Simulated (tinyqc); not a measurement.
Pressure and uniformity: chemical vapour deposition: Grove model, boundary layer, depletion and step coverage. Computed by tinyqc, a small Python program. Command: `OMP_NUM_THREADS=1 python tinyqc.py 3021194 3021195 out.jsonl cvd walk`. One thread of a shared host (Intel(R) Xeon(R) Processor @ 2.30GHz), about 0.01 s of CPU time with the checks.

A precursor diffuses to the surface and reacts there at first order; each molecule that reacts adds one formula unit of film.

Inputs (values chosen for the exercise, close to those used for silicon dioxide from an alkoxysilane): prefactor k0 of k_s = 8e+08 cm/s; activation energy E = 1.84 eV; temperature T = 770 C; total pressure p = 1.7 torr; mole fraction of the precursor Y = 0.11; gas diffusivity D0 at 273.15 K and 760 torr = 0.58 cm^2/s; film density N = 2.2e+22 formula units/cm^3; precursor mass M = 208 u; wafer radius R = 7.5 cm; wafer spacing s = 0.6 cm.

Reactor: wafer stack, low pressure.

Constants: k_B = 1.380649e-23 J/K; u = 1.6605390666e-27 kg; k_B = 8.617333262e-05 eV/K.

Method:
- k_s = k0 exp(-E/(k_B T)); C_g = Y p/(k_B T), 1 torr = 133.322 Pa; D = D0 (T/273.15)^1.75 (760/p).
- Temperatures in kelvin are T(C) + 273.15.
- Mean speed c = sqrt(8 k_B T/(pi M)); reactive sticking probability beta = 4 k_s/c.
- Between two wafers the gas diffuses inward and reacts on both faces: (D/r) d/dr (r dC/dr) = 2 k_s C/s, so C(r)/C_g = I0(phi r/R)/I0(phi) with phi^2 = 2 k_s R^2/(s D); G(r) = k_s C(r)/N, 1 cm/s = 6e8 nm/min; the mean over the wafer is eta = 2 I1(phi)/(phi I0(phi)).

gas diffusivity D = 2705.19 cm^2/s

surface rate constant k_s = 1.03154 cm/s

precursor density C_g = 1.73107e+15 1/cm^3

Effect of the total pressure at fixed Y:
```
p (torr)  D (cm^2/s)     phi  centre/edge  G at the edge (nm/min)
0.05      9.1976e+04  0.0459      0.99947              1.4323e+00
0.1       4.5988e+04  0.0649      0.99895              2.8647e+00
0.3       1.5329e+04  0.1123      0.99685              8.5941e+00
1         4.5988e+03  0.2051      0.98957              2.8647e+01
3         1.5329e+03  0.3552      0.96919              8.5941e+01
10        4.5988e+02  0.6485      0.90258              2.8647e+02
30        1.5329e+02  1.1233      0.74561              8.5941e+02
100       4.5988e+01  2.0508      0.42332              2.8647e+03
```

What follows from these numbers?

D scales as 1/p and phi as sqrt(p), while the edge rate grows as p. The centre stays within 5 % of the edge up to 3 torr: low pressure trades rate for uniformity and lets wafers stand close together. Caution: first-order rates above 1000 nm/min in the high-pressure rows are an extrapolation not met in practice. Caution: at the lowest pressures the mean free path exceeds the wafer spacing, so D stops growing as 1/p.

Extremes, crossings and ranges named in words are read from the listed rows.
